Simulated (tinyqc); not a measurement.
X-ray photoelectron analysis of a thin oxide on a semiconductor: attenuation lengths, thickness, angle series and band offsets: one step, computed by the program tinyqc. Command: `OMP_NUM_THREADS=1 python tinyqc.py 3112488 3112489 out.jsonl xps walk`. One thread of a shared host (Intel(R) Xeon(R) Processor @ 2.30GHz), about 0.01 s of CPU time with the checks.

The same element is seen in the oxide and in the substrate, at nearly the same kinetic energy; films are flat and uniform, and the work function is ignored.

Problem. Band offsets by core levels. Valence band offset = (E_core - E_v)(substrate) - (E_core - E_v)(oxide) + (core level separation at the interface, oxide less substrate). The separation is made here from the given offset; a uniform field F that raises the binding energy towards the surface shifts the oxide peak by e F <z>, <z> = d/(1 - exp(-x)) - d/x, x = d/(L_o cos theta), being the mean distance from the interface. Conduction band offset = oxide gap - substrate gap - valence band offset.

Inputs (values chosen for the exercise, modelled on SiO2 on 4H-SiC):

| quantity | value | unit |
|---|---|---|
| oxide gap | 9.06 | eV |
| substrate gap | 3.26 | eV |
| oxide thickness d | 1.6 | nm |
| valence band offset used to make the data | 2.98 | eV |
| core level less valence band top, substrate | 99.1 | eV |
| core level less valence band top, thick oxide | 98.69 | eV |
| field in the oxide | 1.4 | MV/cm |

d/(L_o cos theta) = 0.5062027

Give: separation without field; <z>; separation with field; apparent valence band offset; true conduction band offset; apparent conduction band offset.

Solution.

separation without field = 2.57 eV

<z> = 0.86721 nm

separation with field = 2.6914 eV

apparent valence band offset = 3.1014 eV

true conduction band offset = 2.82 eV

apparent conduction band offset = 2.6986 eV

The field biases both offsets by 0.12 eV, in opposite directions.
